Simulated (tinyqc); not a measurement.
Heavy doping: band filling, gap narrowing, band tails and the effective intrinsic density: one step, computed by the program tinyqc.

An n-type crystal above its Mott density, with all dopants ionised: n = N_D - N_A, ionised centres N_I = N_D + N_A. Valleys are taken as spherical with mass m_e.

Task: Band filling. n = M_c (1/(2 pi^2)) (m_e/(hbar^2/2m_0))^(3/2) int sqrt(E (1 + aE)) (1 + 2 aE) f dE with a = (1 - m_e)^2/E_g, f = 1/(1 + exp((E - E_F)/k_B T)); trapezoid rule in t = sqrt(E/k_B T), step 0.02 up to 12; E_F by bisection from the band edge. At T = 0, E_F (1 + a E_F) = (hbar^2/2m_0) k_F^2/m_e; dn/dE_F uses f (1 - f)/k_B T in place of f.

Inputs (values chosen for the exercise, for a model semiconductor): gap E_g = 1.39 eV; electron mass m_e = 0.0579 m_0; valleys M_c = 1; temperature T = 400 K.

Conduction band: non-parabolic (Kane).

n = 2.40e+18 cm^-3

k_F = 0.04142006 1/angstrom

Constants: k_B = 8.617333262e-05 eV/K; hbar^2/(2 m_0) = 3.80998212 eV angstrom^2.

Give: E_F above the band edge; E_F at T = 0; E_F/k_B T; dn/dE_F.

Result:

E_F above the band edge = 92.375 meV

E_F at T = 0 = 105.75 meV

E_F/k_B T = 2.6799

dn/dE_F = 3.2299e+19 cm^-3/eV
